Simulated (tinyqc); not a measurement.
# Worked calculation: free and trapped electrons in a MOS channel with a dense trap tail

Computed by the program tinyqc: `OMP_NUM_THREADS=1 python tinyqc.py 2222159 2222160 out.jsonl`, one thread of a shared Intel Xeon 2.30GHz, about 0.02 s for the whole run. Printed values are rounded.

p-type body, charge-sheet picture, full ionisation (an idealisation for deep acceptors), Boltzmann statistics for free electrons. e = Ec - EF at the surface. Acceptor-like traps of density D(E) = D0 + De exp(-E/Ew) at depth E below Ec, from 0 to Eu, hold n_t = integral of D(E)/(1 + exp((e - E)/Vt)). psi = Eg - Vt ln(Nv/Na) - e; N_dep = sqrt(2 eps0 eps_r Na (psi - Vt)/q); n_f = sqrt(N_dep^2 + 2 eps0 eps_r Vt Nc exp(-e/Vt)/q) - N_dep; Vg = Vfb + psi + q (N_dep + n_t + n_f)/Cox, Cox = eps0 eox/tox.

Inputs (values chosen for the exercise); band and dielectric values close to those of 4H silicon carbide: temperature T = 300 K; band gap Eg = 3.21 eV; relative permittivity eps_r = 9.82; conduction-band density of states at T Nc = 1.73e19 cm^-3; valence-band density of states at T Nv = 2.53e19 cm^-3; relative permittivity of the insulator eox = 3.9; insulator thickness tox = 34 nm; acceptor density Na = 5.7e16 cm^-3; flat-band voltage without trapped charge Vfb = -2.89 V; constant background density of acceptor-like traps D0 = 1.5e11 cm^-2 eV^-1; density of the tail at the conduction edge De = 2.2e13 cm^-2 eV^-1; decay energy of the tail Ew = 0.11 eV; depth below Ec down to which the traps reach Eu = 0.84 eV; mobility of free electrons mf = 150 cm^2/(V s); Ec - EF at the surface e = 0.043 eV.

Constants: q = 1.602176634e-19 C, kB = 1.380649e-23 J/K, Vt = kB T/q, eps0 = 8.8541878128e-14 F/cm where lengths are in cm. Results are converted to the units shown.

Range of the model: EF lies less than 2 Vt below the band edge, or above it, where degeneracy and confinement, left out, matter.

## Trapped charge

Trapezoid rule on 12 equal steps from 0 to Eu, f = 1/(1 + exp((e - E)/Vt)).

```
point  E (eV)  D(E) f (cm^-2 eV^-1)
0           0            3.52888e12
1        0.07            8.72305e12
2        0.14            6.16675e12
3        0.21            3.40540e12
4        0.28            1.87543e12
5        0.35            1.06322e12
6        0.42            6.33289e11
7        0.49            4.05763e11
8        0.56            2.85353e11
9        0.63            2.21631e11
10        0.7            1.87908e11
11       0.77            1.70061e11
12       0.84            1.60617e11
```

n_t = 1.74878e12 cm^-2

With 1600 steps n_t = 1.783e12 cm^-2; the coarse value is 1.9 % below it.

## Charges and gate voltage

psi, N_dep, n_f and Vg as defined, with the n_t given; free share n_f/(n_f + n_t); apparent mobility mf n_f/(n_f + n_t); gate voltage spent on traps q n_t/Cox.

psi = 3.00942 V
N_dep = 1.35861e12 cm^-2
n_f = 3.04443e11 cm^-2
Vg = 5.50167 V
free share = 14.8275 %
apparent mobility = 22.2413 cm^2/(V s)
gate voltage spent on traps = 2.75875 V
